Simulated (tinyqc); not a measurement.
Quasiparticle equation with a plasmon-pole self-energy for two band edges, step by step. Values are carried at full precision from step to step, so a last printed digit may differ when a step is redone from the rounded ones.

For each edge E = e + X + Sc(E), with the correlation part Sc(E) = A[0]/(E - a + w) + A[1]/(E - b - w); a and b are the valence and conduction energies that enter the Green function (a = ev, b = ec in the one-shot scheme). Z = 1/(1 - dSc/dE), dSc/dE = -A[0]/(E - a + w)^2 - A[1]/(E - b - w)^2.

Inputs chosen for the exercise (scales of the order of those of SiC; shifted at random, so the results belong to these values and not to a real crystal): ev = 0 eV (mean-field valence top); ec = 2.29 eV (mean-field conduction edge); w = 20.9 eV (pole energy); Av = (82.5, 41.9) eV^2 (weights of the valence state on the hole and electron poles); Ac = (46.8, 80.1) eV^2 (the same for the conduction state); Xv = -2.8 eV (exchange minus the mean-field potential, valence); Xc = 2.42 eV (the same, conduction).

## Linearised one-shot correction

Evaluate Sc and its slope at the mean-field energy; E = e + Z (X + Sc).

Terms:

| edge | Sc (eV) | dSc/dE | Z | X + Sc (eV) | E (eV) |
|---|---|---|---|---|---|
| valence | 2.1406 | -0.2668 | 0.7894 | -0.6594 | -0.5206 |
| conduction | -1.8144 | -0.2704 | 0.7872 | 0.6056 | 2.7667 |

gap = 3.2872 eV
gap with Z = 1 = 3.5550 eV

The gap opens by 0.997 eV, 52 % of it by lowering the valence top. Setting Z = 1 would overshoot by 0.268 eV. X and Sc have opposite signs and are each larger than the sum they leave, so both must be converged well.

## Solving the equation for the conduction edge

Newton steps on f(E) = E - ec - Xc - Sc(E) from E = ec; the first step is the linearised result.

Iterates:

| step | E (eV) | Sc (eV) | f (eV) |
|---|---|---|---|
| 0 | 2.29000 | -1.81442 | -0.605575 |
| 1 | 2.76668 | -1.94452 | 0.001205 |
| 2 | 2.76574 | -1.94426 | 0.000000 |
| 3 | 2.76574 | -1.94426 | 0.000000 |

The linearisation errs by +0.9 meV, as the shift is only 0.023 of the pole energy.

## All solutions for the valence state

Multiplying out gives a cubic; give its three roots and their weights Z.

roots (eV): -24.804  -0.519  24.813

weights: 0.1555  0.7855  0.0590

The weights add up to 1. The satellite below lies 24.28 eV from the main peak, 16 % more than w: this scheme places plasmon satellites too far out, and gives one where a cumulant form gives a series.

## Updating the energies in the Green function

Solve both equations exactly, put the results in place of a and b, and repeat five times; w is kept.

Cycles (eV):

| cycle | Ev | Ec | gap |
|---|---|---|---|
| 1 | -0.5193 | 2.7657 | 3.2850 |
| 2 | -0.5715 | 2.8028 | 3.3743 |
| 3 | -0.5772 | 2.8049 | 3.3821 |
| 4 | -0.5780 | 2.8048 | 3.3828 |
| 5 | -0.5781 | 2.8048 | 3.3829 |

The update moves the gap by +98 meV from the one-shot value; each cycle shrinks the change to about 0.09 of the one before.

## Checks

- Sum of the weights of the three roots: both 1.000000.
- Newton result against the root by bisection (eV): both 2.76574.

Program tinyqc; command `OMP_NUM_THREADS=1 python tinyqc.py 1880255 1880256 out.jsonl`; about 0.02 s on one thread of a shared Intel(R) Xeon(R) Processor @ 2.30GHz.
